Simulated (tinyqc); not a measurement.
# Electron mobility in a silicon inversion layer, empirical terms and Matthiessen rule: universality: two dopings at the same effective field

Inversion layer of sheet density Ns on a uniformly doped body, under a high-permittivity gate with an interlayer. The mobility terms are empirical power laws with prefactors chosen for the exercise; adding their inverses (Matthiessen) is itself an approximation.

ni = sqrt(Nc Nv) exp(-Eg/(2 Vt)), Eg in volts; Ndep = sqrt(2 eps0 eps_r Nb (2 Vt ln(Nb/ni) + Vsb)/q); E = q (Ndep + eta Ns)/(eps0 eps_r), in MV/cm. With t = T/(300 K): muC = Ac (Ns/1e12 cm^-2) t/(Nb/1e17 cm^-3 + Nit/1e11 cm^-2), muP = Ap E^(-1/3) t^(-1.75), muS = As E^(-gs), muR = Ar exp(2 ti/lr)/t; 1/mu is the sum of the inverses. For each E, Ns is chosen to give that field on bodies with Nb = 2e16 and 2e17 cm^-3; the last column leaves out muC.

Inputs (values chosen for the exercise); material values close to those of silicon:
```
symbol    value        unit                                                meaning
T           300           K                                            temperature
Eg         1.13          eV                                               band gap
eps_r      11.9                         relative permittivity of the semiconductor
Nc      2.75e19       cm^-3                 conduction-band density of states at T
Nv      2.68e19       cm^-3                    valence-band density of states at T
Vsb           0           V                                      reverse body bias
eta         0.5              weight of the inversion charge in the effective field
Ap          422  cm^2/(V s)           phonon-limited mobility at 1 MV/cm and 300 K
As         1250  cm^2/(V s)                  roughness-limited mobility at 1 MV/cm
gs            2                                     exponent of the roughness term
Ac         2000  cm^2/(V s)                                      Coulomb prefactor
Nit      4.2e11       cm^-2                                charge at the interface
Ar          340  cm^2/(V s)              remote-phonon mobility without interlayer
ti          1.3          nm                                   interlayer thickness
lr          0.5          nm                         decay length of remote phonons
```

Constants: q = 1.602176634e-19 C, kB = 1.380649e-23 J/K, Vt = kB T/q, eps0 = 8.8541878128e-14 F/cm where lengths are in cm. Results are converted to the units shown.

Results:
columns A: E (MV/cm); B: Ns, light body (cm^-2); C: mu, light (cm^2/(V s)); D: Ns, heavy body (cm^-2); E: mu, heavy (cm^2/(V s)); F: without muC (cm^2/(V s))
```
A              B       C          D       E       F
0.245  2.3299e12  401.40  1.8623e11  54.965  646.40
0.314  3.2374e12  419.24  1.0938e12  220.27  586.26
0.403  4.4080e12  417.44  2.2644e12  306.23  527.29
0.517  5.9074e12  399.30  3.7638e12  338.34  469.06
0.663  7.8277e12  368.29  5.6841e12  335.62  410.82
1.09   1.3444e13  280.18  1.1300e13  271.76  293.65
1.4    1.7521e13  229.32  1.5378e13  225.39  236.12
```

Estimate the missing row, E = 0.851 MV/cm.

Computed row:
columns A: E (MV/cm); B: Ns, light body (cm^-2); C: mu, light (cm^2/(V s)); D: Ns, heavy body (cm^-2); E: mu, heavy (cm^2/(V s)); F: without muC (cm^2/(V s))
```
A              B       C          D       E       F
0.851  1.0300e13  327.36  8.1568e12  310.44  351.97
```

With this row back in the table: The heavily doped body has 0.137 of the mobility of the light one in the first row and 0.983 in the last; there they lie 4.5 % below and 2.9 % below the curve without Coulomb scattering, which depends on E alone. The heavy body leaves that curve at low E because its field comes mostly from depletion charge and few carriers screen.

Numbers from tinyqc (`OMP_NUM_THREADS=1 python tinyqc.py 2510157 2510158 out.jsonl`; about 0.01 s on one thread of a shared Intel Xeon 2.30GHz).
